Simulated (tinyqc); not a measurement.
Electron continuity equation in a given potential, Scharfetter-Gummel discretisation: three discretisations compared.

Steady state in one dimension: J = q mu n E + q D dn/dx with E = -dpsi/dx and D = mu Vt, dJ/dx = q (n/tau - G), fixed densities nL and nR at the ends. The potential is given, psi = U (x/L)^2, and is not changed by the electrons.

11 equal intervals. Fluxes J_i = (q D/h)(n_(i+1) P_i - n_i Q_i), d_i = (psi_(i+1) - psi_i)/Vt: Scharfetter-Gummel P = B(d), Q = B(-d), B(d) = d/(exp(d) - 1); central P = 1 - d/2, Q = 1 + d/2; upwind P = 1 + max(-d, 0), Q = 1 + max(d, 0). Balance at each inner node: J_i - J_(i-1) = q h (n_i/tau - G). The reference is Scharfetter-Gummel on 2200 intervals.

Values chosen for this exercise; mobility that of a made-up semiconductor:

| symbol | value | unit | meaning |
|---|---|---|---|
| T | 293 | K | temperature |
| mu | 4070 | cm^2/(V s) | electron mobility |
| L | 0.25 | um | length of the region |
| nL | 1.3e15 | cm^-3 | density at x = 0 |
| nR | 0 | cm^-3 | density at x = L |
| tau | 2.4e-12 | s | lifetime |
| G | 0 | cm^-3 s^-1 | uniform generation rate |
| U | -1.3 | V | potential difference psi(L) - psi(0) |

Constants: q = 1.602176634e-19 C, kB = 1.380649e-23 J/K, Vt = kB T/q. Results are converted to the units shown.

Densities (cm^-3):

| node | Scharfetter-Gummel | central | upwind | reference |
|---|---|---|---|---|
| 0 | 1.300e15 | 1.300e15 | 1.300e15 | 1.300e15 |
| 1 | 8.309e14 | 8.266e14 | 8.908e14 | 8.321e14 |
| 2 | 2.288e14 | 1.803e14 | 3.863e14 | 2.293e14 |
| 3 | 2.701e13 | -5.495e12 | 1.224e14 | 2.708e13 |
| 4 | 1.364e12 | 1.099e12 | 3.057e13 | 1.368e12 |
| 5 | 2.947e10 | -3.211e11 | 6.297e12 | 2.956e10 |
| 6 | 2.721e8 | 1.475e11 | 1.104e12 | 2.729e8 |
| 7 | 1.073e6 | -5.178e10 | 1.683e11 | 1.077e6 |
| 8 | 1808 | 4.245e10 | 2.269e10 | 1814 |
| 9 | 1.301 | -9.909e9 | 2.715e9 | 1.306 |
| 10 | 3.999e-4 | 1.890e10 | 2.687e8 | 4.013e-4 |
| 11 | 0 | 0 | 0 | 0 |

What do the numbers show?

Largest errors as a share of the largest reference density listed: Scharfetter-Gummel 0.091 %, central 3.8 %, upwind 12 %. The largest |d| is 8.94. Central differences give 4 negative value(s), since P or Q changes sign once |d| exceeds 2. Upwinding stays positive but acts as if D were larger by the factor 1 + |d|/2, up to 5.47 here.

Range of the model: The drift velocity mu E exceeds 1e7 cm/s somewhere, where real mobilities no longer stay constant.

Numbers from tinyqc (`OMP_NUM_THREADS=1 python tinyqc.py 2220142 2220143 out.jsonl`; about 0.01 s on one thread of a shared Intel Xeon 2.30GHz).
